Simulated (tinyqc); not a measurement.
From results back to parameters: metal-induced gap states at the contact of a metal chain and a two-band chain. Four cases, with inputs chosen for the exercise.

Problem. With gap states the barrier for electrons is phi = S (W - chi - p) + p, W being the work function of the metal, S the pinning factor and p the depth of the neutrality level below the conduction edge. The barriers for two metals come from hidden S and p, those of the chain and not of a measured contact.

Case 1.

Values chosen (out of a larger set: gap and optical dielectric constant near those of SiO2; the chain itself is a model; not measured data): W1 = 4.29 eV (work function of metal 1); W2 = 5.49 eV (of metal 2); chi = 0.9 eV (electron affinity).

barriers (eV): metal 1 3.73404, metal 2 4.64124

Case 2.

Values chosen (out of a larger set: gap and optical dielectric constant near those of Si; the chain itself is a model; not measured data): W1 = 4.25 eV (work function of metal 1); W2 = 5.43 eV (of metal 2); chi = 4.12 eV (electron affinity).

barriers (eV): metal 1 0.50312, metal 2 0.68248

Case 3.

Values chosen (out of a larger set: gap and optical dielectric constant near those of Ge; the chain itself is a model; not measured data): W1 = 4.19 eV (work function of metal 1); W2 = 5.65 eV (of metal 2); chi = 4.1 eV (electron affinity).

barriers (eV): metal 1 0.31008, metal 2 0.43126

Case 4.

Values chosen (out of a larger set: gap and optical dielectric constant near those of HfO2; the chain itself is a model; not measured data): W1 = 4.45 eV (work function of metal 1); W2 = 5.01 eV (of metal 2); chi = 2.42 eV (electron affinity).

barriers (eV): metal 1 2.21291, metal 2 2.66035

Find: S, p (eV).

Solution. The slope of the barrier against W is S; then p = (phi1 - S (W1 - chi))/(1 - S).

Case 1.

S, p (eV): 0.756  4.800

Case 2.

S, p (eV): 0.152  0.570

Case 3.

S, p (eV): 0.083  0.330

Case 4.

S, p (eV): 0.799  2.940

Computed by tinyqc, one run a case: `OMP_NUM_THREADS=1 python tinyqc.py N N+1 out.jsonl` with N = 1452399, 1452448, 1452461, 1452479; one thread of a shared Intel(R) Xeon(R) Processor @ 2.30GHz, about 0.01 s a run at most.
